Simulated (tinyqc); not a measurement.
Deformation-potential model of the L valleys of a conduction band: one step. Effective density of states. Three cases, with inputs chosen for the exercise.

Question. Each of the 4 whole valleys has m_d = (ml mt^2)^(1/3) and N = 2 (m_d kT/(4 pi c))^(3/2), c = hbar^2/2m0. Counted from the lowest edge, Nc = N x sum_i exp(-(dE_i - dE_min)/kT). 1 angstrom^-3 = 1e24 cm^-3.

Constants: kB = 8.617333262e-05 eV/K; hbar^2/2m0 = 3.80998211 eV angstrom^2.

Case 1.

Values chosen (out of a larger set: near those of Ge; not measured data): ml = 1.566 m0 (longitudinal mass); mt = 0.083 m0 (transverse mass); T = 150 K (temperature).

shifts dE (meV): [111] -11.9894, [1-1-1] -11.9894, [-11-1] -11.9894, [-1-11] -11.9894

Case 2.

Values chosen (out of a larger set: near those of Ge; not measured data): ml = 1.642 m0 (longitudinal mass); mt = 0.08 m0 (transverse mass); T = 300 K (temperature).

shifts dE (meV): [111] -3.5754, [1-1-1] 4.3463, [-11-1] 4.3463, [-1-11] -3.5754

Case 3.

Values chosen (out of a larger set: near those of Ge; not measured data): ml = 1.56 m0 (longitudinal mass); mt = 0.079 m0 (transverse mass); T = 350 K (temperature).

shifts dE (meV): [111] 112.5625, [1-1-1] -45.8631, [-11-1] -45.8631, [-1-11] -45.8631

Give: m_d; N of one valley; Nc under stress; Nc without stress.

Answer.

Case 1.

m_d = 0.2210 m0
N of one valley = 9.215e+17 cm^-3
Nc under stress = 3.686e+18 cm^-3
Nc without stress = 3.686e+18 cm^-3

Case 2.

m_d = 0.2190 m0
N of one valley = 2.572e+18 cm^-3
Nc under stress = 8.932e+18 cm^-3
Nc without stress = 1.029e+19 cm^-3

Case 3.

m_d = 0.2135 m0
N of one valley = 3.120e+18 cm^-3
Nc under stress = 9.377e+18 cm^-3
Nc without stress = 1.248e+19 cm^-3

Computed by tinyqc, one run a case: `OMP_NUM_THREADS=1 python tinyqc.py N N+1 out.jsonl` with N = 1051212, 1051504, 1080311; one thread of a shared Intel(R) Xeon(R) Processor @ 2.30GHz, about 0.04 s a run at most.
